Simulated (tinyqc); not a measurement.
Ion implantation: universal nuclear stopping, Lindhard-Scharff electronic stopping and a Gaussian range profile: one step, computed by the program tinyqc. Command: `OMP_NUM_THREADS=1 python tinyqc.py 3000557 3000558 out.jsonl implant walk`. One thread of a shared host (Intel(R) Xeon(R) Processor @ 2.30GHz), about 0.08 s of CPU time with the checks.

An ion slows by elastic collisions with screened nuclei and by friction with electrons; channelling is ignored and the target is uniform.

Problem. Stopping at the entry energy. Reduced energy eps = 32.53 M2 E/(Z1 Z2 (M1 + M2)(Z1^0.23 + Z2^0.23)), E in keV; s_n = ln(1 + 1.1383 eps)/(2 (eps + 0.01321 eps^0.21226 + 0.19593 eps^0.5)) for eps up to 30 and ln(eps)/(2 eps) above; S_n = 8.462 Z1 Z2 M1 s_n/((M1 + M2)(Z1^0.23 + Z2^0.23)) in 1e-15 eV cm^2. S_e = k 3.83 Z1^(7/6) Z2/(Z1^(2/3) + Z2^(2/3))^(3/2) sqrt(E/M1) in 1e-15 eV cm^2, E in keV. dE/dx = N (S_n + S_e); 1e-15 eV cm^2 = 0.1 eV nm^2.

Inputs (values chosen for the exercise, modelled on fluorine ions in germanium):
```
quantity                               value    unit
ion atomic number Z1                       9       -
ion mass M1                               19       u
target atomic number Z2                   32       -
target mass M2                         72.63       u
target density N                        44.2  1/nm^3
ion energy E                             5.3     keV
scale factor of electronic stopping k    1.1       -
```

Give: reduced energy eps; s_n; S_n; S_e; energy loss dE/dx.

Solution.

reduced energy eps = 0.1224

s_n = 0.3271

S_n = 42.63 x 1e-15 eV cm^2

S_e = 16.90 x 1e-15 eV cm^2

energy loss dE/dx = 263.2 eV/nm

Nuclear stopping carries 72 % of the loss at entry.
